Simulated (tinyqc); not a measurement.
Deformation potentials from a strained empirical pseudopotential: one step. Hydrostatic deformation potentials. Three cases, with inputs chosen for the exercise.

Problem. a = [E(+h) - E(-h)]/(3 ln((1 + h)/(1 - h))).

Case 1.

Values chosen (out of a larger set: near those of Si; not measured data): h = 0.004 (size of the test strain).

Gaps (eV):
```
gap               e = -h      e = 0     e = +h
Gamma, s-like  4.1293530  4.0247128  3.9202193
Delta          1.0393365  1.0723013  1.1037788
L              1.9817523  1.9594696  1.9366033
```

Case 2.

Values chosen (out of a larger set: near those of Si; not measured data): h = 0.002 (size of the test strain).

Gaps (eV):
```
gap               e = -h      e = 0     e = +h
Gamma, s-like  4.2713728  4.2171465  4.1629686
Delta          1.2295189  1.2450971  1.2603008
L              2.1254555  2.1134630  2.1013205
```

Case 3.

Values chosen (out of a larger set: near those of Si; not measured data): h = 0.004 (size of the test strain).

Gaps (eV):
```
gap               e = -h      e = 0     e = +h
Gamma, s-like  4.3173522  4.2128188  4.1084324
Delta          0.9519010  0.9846787  1.0159954
L              2.0041830  1.9815540  1.9583737
```

Give: a of the gaps to Gamma, Delta, L.

Solution.

Case 1.

a of the gaps to Gamma, Delta, L (eV): [-8.71, 2.69, -1.88]

Case 2.

a of the gaps to Gamma, Delta, L (eV): [-9.03, 2.57, -2.01]

Case 3.

a of the gaps to Gamma, Delta, L (eV): [-8.70, 2.67, -1.91]

Compression opens the Gamma gap, opens the L gap and closes the Delta gap. Only differences are defined here: the absolute shifts depend on the mean potential, which this model leaves out.

Computed by tinyqc, one run a case: `OMP_NUM_THREADS=1 python tinyqc.py N N+1 out.jsonl` with N = 1880896, 1881109, 1881124; one thread of a shared Intel(R) Xeon(R) Processor @ 2.30GHz, about 0.2 s a run at most.
